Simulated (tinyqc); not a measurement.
The vacancy as the cations move: bond unit of a tetrahedral oxide and its oxygen vacancy in tight binding.

Without the oxygen the two hybrids face each other at distance R and couple by -V2, V2 = 3.22 x 2c/R^2, c = hbar^2/2m0: a bond at eh - V2 with two electrons and an antibond at eh + V2. Levels are measured from eop, the lone-pair level that stands for the top of the valence band.

Constants: hbar^2/2m0 = 3.80998211 eV angstrom^2.

Inputs chosen for the exercise (out of a larger set: near tabulated values for SiO2; not measured data):
- es = -14.71 eV (s level of the cation)
- ep = -7.59 eV (p level of the cation)
- eop = -16.63 eV (p level of oxygen)

R is varied; eh = (es + 3 ep)/4. The last two columns are the band energies of the bond with two electrons, -2 V2, and with one, -V2.

Against R (eV):
```
R (angstrom)     V2  bond level  antibond level  two electrons  one electron
2.20          5.069       2.191          12.329        -10.139        -5.069
2.35          4.443       2.817          11.703         -8.886        -4.443
2.50          3.926       3.334          11.186         -7.852        -3.926
2.70          3.366       3.894          10.626         -6.731        -3.366
3.00          2.726       4.534           9.986         -5.453        -2.726
3.30          2.253       5.007           9.513         -4.506        -2.253
3.70          1.792       5.468           9.052         -3.585        -1.792
4.20          1.391       5.869           8.651         -2.782        -1.391
```

How do the results move, and what explains it?

The bond level rises from 2.19 eV at 2.2 to 5.87 eV at 4.2 angstrom, towards the lone hybrid at 7.26 eV. Taking one electron away halves the pull between the cations (at 2.5 angstrom from 6.28 to 3.14 eV/angstrom), so the positive vacancy relaxes outward and its level moves up: capture and release of a hole take place at different energies.

(tinyqc, `OMP_NUM_THREADS=1 python tinyqc.py 1482267 1482268 out.jsonl`, Intel(R) Xeon(R) Processor @ 2.30GHz, 1 thread, shared host, about 0.01 s.)
